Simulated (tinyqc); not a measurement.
Which input was changed? Model: order-disorder in a binary alloy on two sublattices: Bragg-Williams and pair (quasi-chemical) approximations. Computed by tinyqc, a small Python program. Command: `OMP_NUM_THREADS=1 python tinyqc.py 3022507 3022508 out.jsonl order which`. One thread of a shared host (Intel(R) Xeon(R) Processor @ 2.30GHz), about 0.04 s of CPU time with the checks.

All z = 6 neighbours of a site lie on the other sublattice. B fills the sublattices with x + eta/2 and x - eta/2; energies are per site, from the pure components: u = -z w y with y the probability of an A-B bond taken in one order.

Inputs (values chosen for the exercise, for a model alloy): ordering energy w = (e_AA + e_BB)/2 - e_AB = 19.6 meV; fraction x of B = 0.45; temperature T = 328 K.

Lattice: simple cubic (z = 6). Method: Newton steps.

scattering factors f_A, f_B (electrons): 25  77

Constants: k_B = 8.617333262e-05 eV/K.

Method:
- Bragg-Williams: u = -z w [x (1 - x) + eta^2/4]; minimising f gives ln[a (1 - b)/(b (1 - a))] = 2 z w eta/(k_B T) =: ln Q, a = x + eta/2, b = x - eta/2. For given Q this is a quadratic for eta, (Q - 1) eta^2/4 - (Q + 1) eta/2 + (Q - 1) x (1 - x) = 0, smaller root: the map eta -> phi(eta).
- Newton steps on phi(eta) - eta, with the slope by central differences of 1e-6; start at 0.999 times 2x; stop when |phi - eta| < 1e-10.
- a = x + eta/2, b = x - eta/2; u = -z w [x (1 - x) + eta^2/4]; s/k_B = [s2(a) + s2(b)]/2, s2(c) = -c ln c - (1 - c) ln(1 - c); gain on ordering = f(eta) - f(0), f = u - T s. Superlattice over fundamental intensity = [eta (f_B - f_A)/2]^2/[(1 - x) f_A + x f_B]^2.

Problem. One of these inputs alone was changed, within the range given: ordering energy w = (e_AA + e_BB)/2 - e_AB (9.8 to 39.2); fraction x of B (0.225 to 0.5); temperature T (164 to 656). Which one, and to what value?

Results:
```
run     intensity ratio  order parameter eta  energy u (meV/site)
before        0.2284171            0.8896850            -52.37726
after         0.2329472            0.8984641            -52.83879
```

Solution.

Each candidate set to reproduce intensity ratio, and what it then gives:
```
candidate                                         range searched  value needed  order parameter eta  energy u (meV/site)
ordering energy w = (e_AA + e_BB)/2 - e_AB (meV)     9.8 to 39.2         24.54              0.89846              -66.150
fraction x of B                                     0.225 to 0.5        0.4591              0.90725              -53.402
temperature T (K)                                     164 to 656         262.0              0.89846              -52.839
```

Only temperature T fits every result: it went from 328 to 262 K. The next best candidate, fraction x of B, misses one result by 1.1 %.
